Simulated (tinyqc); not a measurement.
Worked calculation: carbon nanotube by zone folding. Values are carried at full precision from step to step, so a last printed digit may differ when a step is redone from the rounded ones.

Circumference C = n a1 + m a2, a = sqrt3 acc; d = a sqrt(n^2 + nm + m^2)/pi; tan(theta) = sqrt3 m/(2n + m); dR = gcd(2n + m, 2m + n); T = t1 a1 + t2 a2 with t1 = (2m + n)/dR, t2 = -(2n + m)/dR, |T| = sqrt3 pi d/dR; N = 2 (n^2 + nm + m^2)/dR hexagons a cell. On cutting line mu = 0 to N - 1 at x = k|T|/(2 pi) the phases are p1 = 2 pi (-t2 mu + m x)/N, p2 = 2 pi (t1 mu - n x)/N, and E = -/+ t |1 + exp(i p1) + exp(i p2)|.

Parameters, chosen for this exercise (near those used for carbon; not measured data): n = 18 (chiral index); m = 12 (chiral index); acc = 1.42 angstrom (bond length); t = 2.61 eV (hopping); mu = 75 (cutting line); x = 0.21 (position on the line).

## Geometry

Form d, theta, dR, t1, t2, N and |T|, and (n - m) mod 3.

d = 20.475 angstrom
theta = 23.41 degrees

dR, t1, t2, N: 6  7  -8  228

|T| = 18.569 angstrom
(n - m) mod 3 = 0

A cutting line passes through K: metallic in zone folding; chiral, 456 atoms a cell.

## One point of one line

Form the phases and the energy.

p1, p2 (rad): 16.60414  14.36369

E of the upper band = 0.6403 eV

## Band edges

The three lowest distinct minima of E along the lines, doubled (the transition between mirror bands), against the cone: 2 t acc j/d with j = 1, 2, 4 for semiconducting and 0, 3, 3 for metallic tubes.

Transitions (eV):
```
order  zone folding    cone
1            0.0000  0.0000
2            1.0664  1.0861
3            1.0912  1.0861
```

Trigonal warping splits the first pair of the metallic tube by 0.0248 eV. Measured optical lines also hold self-energy and exciton terms.

## The small gap from curvature

Rolling tilts the orbitals and moves K off the line: Eg = (3/4) t (acc/d)^2 |cos(3 theta)| in the estimate used here (misalignment of pi orbitals alone).

gap = 3.2 meV

It falls as 1/d^2 and is largest for zigzag tubes.

Run: tinyqc, `OMP_NUM_THREADS=1 python tinyqc.py 1481017 1481018 out.jsonl`; Intel(R) Xeon(R) Processor @ 2.30GHz, one thread, shared host; about 0.02 s of CPU time with all checks.
